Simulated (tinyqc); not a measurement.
Undoped symmetric double-gate MOSFET, analytic potential model: one step of the calculation.

An undoped body of thickness ts between two equal insulators and tied gates; long channel, electrons only, n = ni exp((psi - V)/Vt) with V the quasi-Fermi potential (0 at the source, Vd at the drain), constant mobility, no quantisation. Across the body psi(x) = V - 2 Vt ln[(ts/(2 beta)) sqrt(q ni/(2 eps0 eps_r Vt)) cos(2 beta x/ts)], x from the centre. Q is the electron charge per area of the whole body.

Problem. beta at the source by Newton steps. With V = 0: f = ln(beta) - ln(cos beta) + 2 r beta tan(beta) - (Vg - V0)/(2 Vt); f' = 1/beta + tan(beta) + 2 r [tan(beta) + beta/cos^2(beta)]; beta(new) = beta - f/f'.

Values chosen for this exercise:
```
symbol,value,unit,meaning
T,250,K,temperature
Vg,0.62,V,gate voltage
```

Constants: q = 1.602176634e-19 C, kB = 1.380649e-23 J/K, Vt = kB T/q. Results are converted to the units shown.

beta after iteration 1 = 1.4457889
r = 0.30585937
V0 = 0.41387146 V

Give: f; f'; beta after iteration 2.

Solution.

f = 4.705
f' = 70.41
beta after iteration 2 = 1.379

Computed by the program tinyqc: `OMP_NUM_THREADS=1 python tinyqc.py 2440136 2440137 out.jsonl`, one thread of a shared Intel Xeon 2.30GHz, about 0.03 s for the whole run.
